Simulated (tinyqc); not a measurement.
Atomic layer deposition: Langmuir saturation, growth per cycle and coating of deep features: one step, computed by the program tinyqc.

Precursor A sticks only on free sites, so a long enough pulse saturates; co-reactant B then frees the sites again.

Question. The first four cycles. One cycle from coverage th0: pulse A gives th1 = th_s + (th0 - th_s) exp(-(k_a + k_d) t), th_s = k_a/(k_a + k_d); the purge leaves th2 = th1 exp(-k_d t_p); pulse B converts c_B th2 into film and leaves th3 = (1 - c_B) th2. Growth = G c_B th2. Start from th0 = 0.

Inputs (values chosen for the exercise, modelled on aluminium oxide from trimethylaluminium and water): growth per cycle at saturation G = 1.1 angstrom; temperature T = 225 C; pulse time t = 0.0019 s; co-reactant completion per pulse c_B = 0.99; purge time t_p = 18 s.

k_a = 520.3184 1/s

k_d = 0.01342845 1/s

Give: Cycles.

Answer.

Cycles:
```
cycle       th0     th1     th2       th3  growth (angstrom)
1      0.000000  0.6279  0.4931  0.004931             0.5370
2      0.004931  0.6297  0.4945  0.004945             0.5385
3      0.004945  0.6297  0.4945  0.004945             0.5385
4      0.004945  0.6297  0.4945  0.004945             0.5385
```
